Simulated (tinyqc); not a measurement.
# Reverse leakage of an n+-p junction: diffusion, generation, trap-assisted and band-to-band tunnelling, step by step

Program tinyqc, `OMP_NUM_THREADS=1 python tinyqc.py 2290008 2290009 out.jsonl`; Intel Xeon 2.30GHz, shared host, one thread, about 0.01 s. Printed values are rounded; ~0 in a residual or rate marks an entry under 1e-11 of the largest of its column.

One-sided abrupt junction in the depletion approximation, x from the junction (0) to W on the p side, field F = F0 (1 - x/W). Flat quasi-Fermi levels, long p side. Traps generate through SRH with both lifetimes shortened by 1 + Gamma (Hurkx enhancement, form for moderate fields); band-to-band generation is local and needs a total bending above Eg.

Values chosen for this exercise; band and dielectric values close to those of silicon:
- T = 300 K (temperature)
- Eg = 1.12 eV (band gap)
- eps_r = 11.9 (relative permittivity)
- Nc = 2.76e19 cm^-3 (conduction-band density of states at T)
- Nv = 2.61e19 cm^-3 (valence-band density of states at T)
- Na = 1.1e17 cm^-3 (acceptor density of the lighter side)
- Nd = 1e19 cm^-3 (donor density of the heavier side)
- tau = 8e-6 s (SRH lifetime of both carriers at zero field)
- Et = 0 eV (trap level above the intrinsic level)
- mt = 0.26 m0 (tunnelling mass)
- Dn = 7 cm^2/s (electron diffusion coefficient on the lighter side)
- Ab = 7.7e14 cm^-0.5 V^-2.5 s^-1 (band-to-band prefactor)
- Bb = 1.98e7 V/cm (band-to-band field constant)
- VR = 0.8 V (reverse bias)

Constants: q = 1.602176634e-19 C, kB = 1.380649e-23 J/K, hbar = 1.054571817e-34 J s, m0 = 9.1093837015e-31 kg, Vt = kB T/q, eps0 = 8.8541878128e-14 F/cm where lengths are in cm. Results are converted to the units shown.

Range of the model: The n+ side is degenerate, so Vbi from Boltzmann statistics is only a guide.

## Field, scales and diffusion current

ni = sqrt(Nc Nv) exp(-Eg/(2 Vt)), Eg in volts; Vbi = Vt ln(Na Nd/ni^2); W = sqrt(2 eps0 eps_r (Vbi + VR)/(q Na)); F0 = 2 (Vbi + VR)/W; FG = sqrt(24 mt m0 (kB T)^3)/(q hbar); J_diff = q ni^2 sqrt(Dn/tau)(1 - exp(-VR/Vt))/Na.

ni = 1.049999e10 cm^-3
Vbi = 0.9523642 V
W = 144.7516 nm
F0 = 242.1201 kV/cm
FG = 376.1465 kV/cm
J_diff = 1.502102e-13 A/cm^2

## Generation rates across the layer

u = (Vbi + VR)(1 - x/W)^2, p = Na exp(-u/Vt), n = Nd exp((u - Vbi - VR)/Vt); G0 = ni^2 (1 - exp(-VR/Vt))/(tau (n + p + 2 ni cosh(Et/Vt))); Gamma = 2 sqrt(3 pi)(F/FG) exp((F/FG)^2); trap-assisted part G0 Gamma; G_bb = Ab F^2.5 exp(-Bb/F) with F in V/cm, zero unless Vbi + VR > Eg. 15 equal steps.

```
point,x (nm),F (kV/cm),Gamma,G0 (cm^-3 s^-1),G0 Gamma (cm^-3 s^-1),G_bb (cm^-3 s^-1)
0,0.0000,242.1201,5.981101,1.378122e6,8.242688e6,6.776599e-8
1,9.6501,225.9788,5.292068,8.581589e9,4.541436e10,1.656831e-10
2,19.3002,209.8374,4.675712,2.800552e13,1.309457e14,1.628210e-13
3,28.9503,193.6961,4.121849,6.484541e14,2.672830e15,5.126816e-17
4,38.6004,177.5548,3.621675,6.562416e14,2.376694e15,~0
5,48.2505,161.4134,3.167541,6.562490e14,2.078696e15,~0
6,57.9007,145.2721,2.752768,6.561626e14,1.806264e15,~0
7,67.5508,129.1307,2.371491,6.420219e14,1.522549e15,~0
8,77.2009,112.9894,2.018522,2.163690e14,4.367457e14,~0
9,86.8510,96.8480,1.689235,6.365168e12,1.075226e13,~0
10,96.5011,80.7067,1.379468,2.337095e11,3.223947e11,~0
11,106.1512,64.5654,1.085435,1.553402e10,1.686117e10,~0
12,115.8013,48.4240,0.8036502,1.885518e9,1.515297e9,~0
13,125.4514,32.2827,0.5308565,4.180657e8,2.219329e8,~0
14,135.1015,16.1413,0.2639659,1.693294e8,4.469719e7,0
15,144.7516,0.0000,0,1.252838e8,0,0
```

## Current components

Each current is q times the trapezoid sum of its rate; J adds J_diff; J_bb under 1e-8 of the sum is given as 0.

J_SRH = 5.427074e-10 A/cm^2
J_TAT = 1.706275e-9 A/cm^2
J_bb = 0 A/cm^2
J = 2.249132e-9 A/cm^2

A fine grid gives J = 2.296e-9 A/cm^2; the coarse sum is 2.0 % below it. On the fine grid the largest part is trap-assisted tunnelling (75.9 %). The simple estimate q ni W/(2 tau cosh(Et/Vt)) is 2.76 times the fine-grid J_SRH of 5.520e-10 A/cm^2, since near both edges n or p is large enough to quench generation.
